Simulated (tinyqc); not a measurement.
Solubility, supersaturation, precipitation and gettering of an impurity in a silicon-like host: one step, computed by the program tinyqc. Command: `OMP_NUM_THREADS=1 python tinyqc.py 3011686 3011687 out.jsonl ripen walk`. One thread of a shared host (Intel(R) Xeon(R) Processor @ 2.30GHz), about 0.01 s of CPU time with the checks.

The wafer was saturated at T1 and is then held at T.

Task: Denuded zone. Near a surface held at C_eq(T) the excess decays by out-diffusion over sqrt(D t) and by capture over L_s = sqrt(D tau_f) = (4 pi n r_f)^(-1/2); the shorter length sets the depth from which the surface draws.

Inputs (values chosen for the exercise, modelled on chromium in silicon): temperature of saturation T1 = 1400 K; anneal temperature T = 1122 K; anneal time t = 1200 s; wafer thickness w = 400 micrometre.

Gettering: relaxation gettering at sinks.

D(T) = 1.707384e-07 cm^2/s

tau_f = 1243.806 s

Give: sqrt(D t); capture length L_s; L_s/w.

Result:

sqrt(D t) = 143.1 micrometre

capture length L_s = 145.7 micrometre

L_s/w = 0.3643

The capture length exceeds a third of the wafer: given time, most impurity reaches the surfaces before a sink, a loss that the precipitation formulas leave out. Caution: the barrier to homogeneous nucleation is below 35 k_B T for these inputs, so new precipitates would form and outnumber the fixed sinks assumed here.
